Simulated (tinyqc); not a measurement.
Inside a calculation: nanosheet or nanowire with hard walls, valleys of the Si type. Values are carried at full precision from step to step, so a last printed digit may differ when a step is redone from the rounded ones.

Six ellipsoidal valleys along the cube axes: inverse mass tensor w = 1/mt + (1/ml - 1/mt) a a^T with a the unit axis. Device axes: x along the channel, z = [001], y = z x x.

Constants: hbar^2/2m0 = 3.80998211 eV angstrom^2; hbar = 6.58211957e-16 eV s; e^2/h = 3.874045865e-05 S; kB = 8.617333262e-05 eV/K.

Parameters, chosen for this exercise (near those of Si; shifted at random, so the results belong to these values and not to a real crystal): ml = 0.906 m0 (longitudinal mass); mt = 0.193 m0 (transverse mass); channel = 100 (transport direction x on a (001) wafer); W = 240 angstrom (width, along y); H = 38 angstrom (height, along z = [001]); dE = 0.094 eV (EF above the lowest subband edge); T = 350 K (temperature); g_all = 6 (number of valleys).

## Valley masses for a [100] channel

Rotate w into the device axes and group equal valleys (|w_yz| counts); order by w_zz, then w_yy. 1/m_x = w_xx - w_xc w_c^-1 w_cx with c the block (y, z).

Valleys:
```
group  valleys g    w_yy    w_zz  |w_yz|  m_x (m0)
A              2  5.1813  1.1038  0.0000    0.1930
B              2  1.1038  5.1813  0.0000    0.1930
C              2  5.1813  5.1813  0.0000    0.9060
```

The lightest transport mass, 0.193 m0, belongs to groups A and B.

## One-dimensional subbands

Hard walls around a W x H rectangle. The block w_c of w in (y, z) confines; the transport mass follows from 1/m_x = w_xx - w_xc w_c^-1 w_cx. The cross-section problem c (w_yy ky^2 + 2 w_yz ky kz + w_zz kz^2), c = hbar^2/2m0, is solved in products sin(n pi y/W) sin(l pi z/H), n, l = 1 to 12; if w_yz = 0 the levels are c pi^2 (w_yy n^2/W^2 + w_zz l^2/H^2). The w_yz term couples (n, l) to (n', l') by -2 c w_yz D_nn'(W) D_ll'(H) with D_nm(L) = 4 n m/(L (n^2 - m^2)) for n + m odd and 0 otherwise.

The ten lowest levels of all groups together, numbered within each group.

Subbands:
```
label  valleys g  m_x (m0)  E (eV)
A1             2    0.1930  0.0321
A2             2    0.1930  0.0423
A3             2    0.1930  0.0592
A4             2    0.1930  0.0829
A5             2    0.1930  0.1133
A6             2    0.1930  0.1184
A7             2    0.1930  0.1285
B1             2    0.1930  0.1356
B2             2    0.1930  0.1378
C1             2    0.9060  0.1383
```

The lowest subband is A1; the number of further ones in the list within kB T = 30.2 meV of it at 350 K is 2.

## Modes, density and velocity at zero temperature

With EF = E_lowest + dE, each subband below EF has k_F = sqrt(m_x (EF - E)/c), carries n = 2 g k_F/pi electrons per length (spin included), moves at v = 2 c k_F/(hbar m_x) and adds 2 g e^2/h to the ballistic conductance; c = hbar^2/2m0, 1 angstrom/s = 1e-8 cm/s.

Occupied subbands:
```
label  k_F (1/angstrom)  n (1/nm)  v (1e7 cm/s)
A1               0.0690     0.879          4.14
A2               0.0652     0.830          3.91
A3               0.0582     0.741          3.49
A4               0.0468     0.596          2.81
A5               0.0255     0.324          1.53
A6               0.0198     0.253          1.19
```

total n = 3.623 1/nm
ballistic conductance = 929.8 microsiemens

EF lies below the last listed level, so the count is complete for these valleys (other families, and non-parabolicity above about 0.2 eV, are left out): 6 subbands with 12 valley modes. The Fermi velocity, averaged with the densities as weights, is 3.30 x 1e7 cm/s; the mean over all filled states moving one way is half of it.

## Threshold shift from confinement

Without degeneracy the line density is N1 exp((EF - Ec)/kB T) with N1 = sum 2 g sqrt(m_x kB T/(4 pi c)) exp(-E/kB T), here over n, l up to 80 where w_yz = 0 and over all levels of a 12 x 12 sine basis otherwise; the classical value is W H Nc with Nc = 2 g_all (m_dos kB T/(4 pi c))^(3/2), m_dos = (ml mt^2)^(1/3); dVt = kB T ln(W H Nc/N1).

Form N1, W H Nc and dVt.

N1 = 0.4358 1/nm
W H Nc = 3.179 1/nm
dVt = 59.9 mV

## Checks

- Lowest level of group A on a 40 x 40 difference grid against the sine basis, eV: both 0.032.

Run: tinyqc, `OMP_NUM_THREADS=1 python tinyqc.py 1250717 1250718 out.jsonl`; Intel(R) Xeon(R) Processor @ 2.30GHz, one thread, shared host; about 0.03 s of CPU time with all checks.
